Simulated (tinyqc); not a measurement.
Inside a calculation: buckled dimers of a reconstructed (001) surface, two dangling bonds a dimer. Values are carried at full precision from step to step, so a last printed digit may differ when a step is redone from the rounded ones.

In a dimer one atom moves up by z and the other down by z; the dangling bond of the up atom (more s-like) falls by gm z and that of the down atom rises by gm z. With all dimers tilted alike: H(k) = [[-gm z - 2 ta cos k, -tp - 2 tx cos k], [., gm z - 2 ta cos k]], k along the row in 1/a. Two electrons a dimer fill the lowest N of the 2N levels on the mesh k_j = (j + 1/2) pi/N. Total energy a dimer: W(z) = (2/N) sum of the filled levels + kf z^2. Repulsion between electrons is left out.

Constants: kB = 8.617333262e-05 eV/K.

Parameters, chosen for this exercise (of the size met on Ge(001); shifted at random, so the results belong to these values and not to a real crystal): tp = 0.32 eV (pi coupling inside a dimer); ta = 0.17 eV (coupling between like atoms along the row); tx = 0.06 eV (diagonal coupling along the row); gm = 2.15 eV/angstrom (shift of a dangling bond with height); z = 0.16 angstrom (a trial buckling); k = 0.25 pi/a (wave vector along the row); kf = 7.6 eV/angstrom^2 (force constant of buckling); N = 12 (k points).

## One k point at the trial buckling

Form H, its levels and the weight of the lower one on the up atom, (1 + gm z/sqrt((gm z)^2 + h^2))/2 with h the off-diagonal element; k is given in pi/a.

H (eV), rows up, down and columns alike:
```
[[-0.5844, -0.4049],
 [-0.4049, 0.1036]]
```

levels (eV): [-0.7717, 0.2908]

weight on the up atom = 0.8238

## The bands on the mesh

Both levels at each k_j for the trial z, and W(z).

Levels (eV):
```
j   k (pi/a)    lower   upper
0     0.0417  -0.8948  0.2206
1     0.1250  -0.8655  0.2372
2     0.2083  -0.8089  0.2695
3     0.2917  -0.7293  0.3153
4     0.3750  -0.6323  0.3721
5     0.4583  -0.5250  0.4363
6     0.5417  -0.4149  0.5037
7     0.6250  -0.3097  0.5699
8     0.7083  -0.2165  0.6304
9     0.7917  -0.1412  0.6807
10    0.8750  -0.0885  0.7167
11    0.9583  -0.0613  0.7355
```

band energy = -0.9480 eV
elastic energy = 0.1946 eV
W = -0.7534 eV

The lower band is full and the upper empty.

## An isolated dimer

For ta = tx = 0, W = -2 sqrt(tp^2 + (gm z)^2) + kf z^2. It buckles if gm^2/kf > tp; then sqrt(tp^2 + (gm z)^2) = gm^2/kf, the gap is twice that, and the gain is (gm^2/kf - tp)^2 kf/gm^2.

gm^2/kf = 0.6082 eV
buckling z = 0.2406 angstrom
gap = 1.2164 eV
gain = 0.1366 eV

The pi bond is too weak to resist: the dimer tilts and charge moves to the up atom.

## The row at its minimum

Minimise W over z from 0 to 1 angstrom. Gap: lowest upper level less highest lower level on 201 points from 0 to pi (negative: overlap). Charge moved to the up atom: the mean of gm z/sqrt((gm z)^2 + h^2) over the mesh, valid for a full lower band.

z = 0.2400 angstrom
gain over flat dimers = 0.1395 eV

gap (eV): flat -0.0400, at the minimum 0.5514

charge moved = 0.848 e

Buckling turns overlapping bands into a gap, as one-electron models find for Si(001). Per dimer, the gain is also the barrier for flipping the whole row together in this picture, 5.4 kT at 300 K.

## Checks

- Buckling of an isolated dimer from the formula against numerical minimisation: both 0.2406.

tinyqc: `OMP_NUM_THREADS=1 python tinyqc.py 1451818 1451819 out.jsonl`; about 0.03 s, one thread, shared Intel(R) Xeon(R) Processor @ 2.30GHz.
